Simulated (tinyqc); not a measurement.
Switching kinetics of a ferroelectric film and the memory window of a ferroelectric gate stack: one step, computed by the program tinyqc. Command: `OMP_NUM_THREADS=1 python tinyqc.py 3031766 3031767 out.jsonl feswitch walk`. One thread of a shared host (Intel(R) Xeon(R) Processor @ 2.30GHz), about 0.02 s of CPU time with the checks.

Fields in MV/cm; 1 microcoulomb/cm^2 over eps_0 is 11.29409 MV/cm. In the stack (metal, ferroelectric, interlayer, channel) the channel is taken as a conductor.

Question. Fields in the stack. Series stack: V = E_F t_F + E_I t_I and eps_I E_I = eps_F E_F + (1 - s) P/eps_0. Before switching P = -P_r, after it P = +P_s; in retention V = 0 and P = +P_r.

Inputs (values chosen for the exercise, for a model film):
```
quantity,value,unit
saturation polarisation P_s,17,microcoulomb/cm^2
ratio P_r/P_s,0.77,-
coercive field E_c,1.5,MV/cm
permittivity of the ferroelectric eps_F,40,-
thickness t_F,6.8,nm
permittivity of the interlayer eps_I,3.9,-
interlayer thickness t_I,1.1,nm
share s of P screened by trapped charge,0.73,-
pulse height V,4.9,V
breakdown field of the interlayer,12,MV/cm
```

Give: E_F before switching; E_F after switching; E_I after switching; depolarising field in retention; depolarising field over E_c.

Answer.

E_F before switching = 3.333 MV/cm

E_F after switching = 1.901 MV/cm

E_I after switching = 32.79 MV/cm

depolarising field in retention = 0.6226 MV/cm

depolarising field over E_c = 0.4151

Caution: the interlayer field exceeds its breakdown field, so charge injection would change the fields.
